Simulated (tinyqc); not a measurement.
# Long-channel MOSFET, surface-potential model: effects of single changes

n-channel transistor on a uniformly doped p-type body, gradual-channel approximation, constant mobility, Boltzmann statistics, full ionisation. Potentials are counted from the neutral body; V is the electron quasi-Fermi potential, Vsb at the source and Vsb + Vds at the drain. Charges are magnitudes per area.

Values chosen for this exercise; material values close to those of silicon: temperature T = 250 K; band gap Eg = 1.13 eV; relative permittivity of the semiconductor eps_r = 11.9; conduction-band density of states at T Nc = 2.12e19 cm^-3; valence-band density of states at T Nv = 2.05e19 cm^-3; acceptor density of the body Na = 3.6e16 cm^-3; relative permittivity of the gate insulator eox = 24.8; insulator thickness tox = 76 nm; flat-band voltage Vfb = -0.65 V; channel mobility mu = 500 cm^2/(V s); gate width W = 2 um; gate length L = 2 um; source-body reverse bias Vsb = 0 V; gate-source voltage Vgs = 0.42 V; drain-source voltage Vds = 1.2 V.

Constants: q = 1.602176634e-19 C, kB = 1.380649e-23 J/K, Vt = kB T/q, eps0 = 8.8541878128e-14 F/cm where lengths are in cm. Results are converted to the units shown.

Each table varies one quantity; the others keep the values above.

## Transfer curve from weak to strong inversion

ni = sqrt(Nc Nv) exp(-Eg/(2 Vt)), Eg in volts; phiF = Vt ln(Na/ni); Cox = eps0 eox/tox; gamma = sqrt(2 q eps0 eps_r Na)/Cox. The surface potential psi at channel potential V solves Vgs + Vsb - Vfb - psi = gamma sqrt(G), G = psi - Vt + Vt exp((psi - 2 phiF - V)/Vt). Charge sheet: Qi = Cox gamma [sqrt(G) - sqrt(psi - Vt)]; I = mu (W/L) [integral of Qi dpsi from psi_0 to psi_L (drift) + Vt (Qi0 - QiL) (diffusion)], with psi_0 at V = Vsb and psi_L at V = Vsb + Vds. Pao-Sah: Qi(V) = (Cox gamma/2) integral from 3 Vt to psi of exp((u - 2 phiF - V)/Vt)/sqrt(G(u, V)) du, and I = mu (W/L) integral of Qi dV from Vsb to Vsb + Vds. Square law: VT = Vfb + 2 phiF + gamma sqrt(2 phiF + Vsb), m = 1 + gamma/(2 sqrt(2 phiF + Vsb)), I = mu Cox (W/L) [(Vgs - VT) v - m v^2/2] with v the smaller of Vds and (Vgs - VT)/m, and zero below VT. gm = dI/dVgs of the charge-sheet current.

Results:

| Vgs (V) | I, charge sheet (uA) | I, Pao-Sah (uA) | drift share (%) | gm/I (1/V) | I, square law (uA) |
|---|---|---|---|---|---|
| 0.36 | 9.528e-6 | 9.688e-6 | 0.005765 | 37.07 | 0 |
| 0.48 | 8.376e-4 | 8.499e-4 | 0.5080 | 37.41 | 0 |
| 0.61 | 0.07625 | 0.07769 | 25.91 | 27.94 | 0.1562 |
| 0.73 | 0.8086 | 0.8293 | 64.27 | 13.49 | 1.753 |
| 0.98 | 6.630 | 6.798 | 85.65 | 5.492 | 10.62 |
| 1.11 | 12.30 | 12.59 | 89.26 | 4.136 | 18.19 |
| 1.23 | 19.22 | 19.65 | 91.32 | 3.359 | 26.97 |
| 1.36 | 28.59 | 29.20 | 92.83 | 2.787 | 38.43 |

Estimate the missing row, Vgs = 0.86 V.

Computed row:

| Vgs (V) | I, charge sheet (uA) | I, Pao-Sah (uA) | drift share (%) | gm/I (1/V) | I, square law (uA) |
|---|---|---|---|---|---|
| 0.86 | 3.035 | 3.115 | 79.53 | 7.784 | 5.428 |

With this row back in the table: The charge-sheet current rises from 9.53e-6 to 28.6 uA. In the first row gm/I is 37.1 1/V, a swing of 62.1 mV a decade, against Vt ln 10 = 49.6 mV a decade for an ideal gate; in the last it is 2.79 1/V. Drift passes half of the current at Vgs = 0.73 V among the rows listed (VT = 0.559 V). The charge sheet departs most from Pao-Sah at Vgs = 0.86 V, where it is 2.6 % below it. In the last row the square law is 32 % above Pao-Sah. For Vgs = 1.23 to 1.36 V the surface electron density at the source passes 0.3 Nc, where degeneracy and quantisation, left out here, matter.

## Effect of the source-body reverse bias

VT = Vfb + 2 phiF + gamma sqrt(2 phiF + Vsb), m = 1 + gamma/(2 sqrt(2 phiF + Vsb)). The swing is 20 mV/log10[I(VT - 0.14 V)/I(VT - 0.16 V)] of the charge-sheet current at the given Vds.

The same in every row: gamma (V^0.5) = 0.3816.

Effect of the source-body reverse bias:

| Vsb (V) | VT (V) | m | swing (mV/decade) | I at Vgs, Vds (uA) |
|---|---|---|---|---|
| 0 | 0.5589 | 1.206 | 61.75 | 8.880e-5 |
| 0.5 | 0.6502 | 1.164 | 58.75 | 1.507e-6 |
| 1 | 0.7257 | 1.140 | 57.22 | 4.848e-8 |
| 1.5 | 0.7916 | 1.124 | 56.26 | 2.354e-9 |
| 2 | 0.8508 | 1.113 | 55.59 | 1.532e-10 |

Read the table: what changes, and by how much?

As Vsb goes from 0 to 2 V, VT rises from 0.559 to 0.851 V, the swing falls from 61.8 to 55.6 mV a decade and the current falls from 8.88e-5 to 1.53e-10 uA. The swing is 3.2 % above m Vt ln 10 in the first row and 0.70 % above it in the last. The gate voltage is below VT in 5 of the 5 rows.

Computed by the program tinyqc: `OMP_NUM_THREADS=1 python tinyqc.py 2360173 2360174 out.jsonl`, one thread of a shared Intel Xeon 2.30GHz, about 0.06 s for the whole run.
